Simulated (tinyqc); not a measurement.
Inside a calculation. Method: Hubbard chain of 4 sites. Computed by tinyqc, a small Python program that keeps every step. Settings: hopping = 0.65, U = 10.8, mixing = 0.2, iteration cap = 64. Command: `OMP_NUM_THREADS=1 python tinyqc.py 25969 25970 out.jsonl` (the two numbers bound the seeds that draw the settings). One thread of a shared host (Intel(R) Xeon(R) Processor @ 2.60GHz), about 0.2 s of CPU time with the checks.

one-body matrix (hopping and site energies) (eV), order 1, 2, 3, 4:
$$\begin{pmatrix}
0.0000 & -0.6500 & 0.0000 & 0.0000 \\
-0.6500 & 0.0000 & -0.6500 & 0.0000 \\
0.0000 & -0.6500 & 0.0000 & -0.6500 \\
0.0000 & 0.0000 & -0.6500 & 0.0000
\end{pmatrix}$$

U = 10.8000 eV

electrons, up and down: [2, 2]

n(up) at the start (a guess, not normalised): 1 0.5500, 2 0.4500, 3 0.5500, 4 0.4500

n(down) at the start (a guess): 1 0.4500, 2 0.5500, 3 0.4500, 4 0.5500

Each step fills the lowest levels of T + U n(other spin) and sets n(new) = n + mixing (n(out) - n); stop when output and input agree to 1e-8.

Course of the cycle:
```
iteration     E (eV)  largest |n(out) - n(in)|  mean |n_up - n_down|
1           4.104434                  3.03e-01                0.6295
2           1.606688                  3.31e-01                0.8292
3           0.472708                  2.95e-01                0.9156
4           0.061200                  2.55e-01                0.9501
5          -0.096289                  2.14e-01                0.9657
6          -0.164033                  1.77e-01                0.9738
7          -0.196234                  1.45e-01                0.9786
8          -0.212729                  1.18e-01                0.9815
9          -0.221656                  9.56e-02                0.9835
10         -0.226690                  7.74e-02                0.9849
11         -0.229616                  6.26e-02                0.9859
...              ...                       ...                   ...
54         -0.234153                  5.79e-06                0.9891
55         -0.234153                  4.66e-06                0.9891
56         -0.234153                  3.76e-06                0.9891
57         -0.234153                  3.02e-06                0.9891
58         -0.234153                  2.44e-06                0.9891
59         -0.234153                  1.96e-06                0.9891
60         -0.234153                  1.58e-06                0.9891
61         -0.234153                  1.27e-06                0.9891
62         -0.234153                  1.02e-06                0.9891
63         -0.234153                  8.25e-07                0.9891
64         -0.234153                  6.65e-07                0.9891
```

Can the last value be used, and what does the course show?

Not by the stop rule, although the second column moves by less than 1e-07 over the last three steps. Not converged within 64 iterations: the residual falls steadily but slowly, by a factor of about 0.81 a step. The lowest mean-field energy found from random starts is -0.23415 eV. Reruns (cap 100 unless said): mixing 0.5: converged in 29 (E = -0.23415); mixing 0.9: converged in 11 (E = -0.23415); the original settings with a cap of 400: converged in 84 (E = -0.23415).
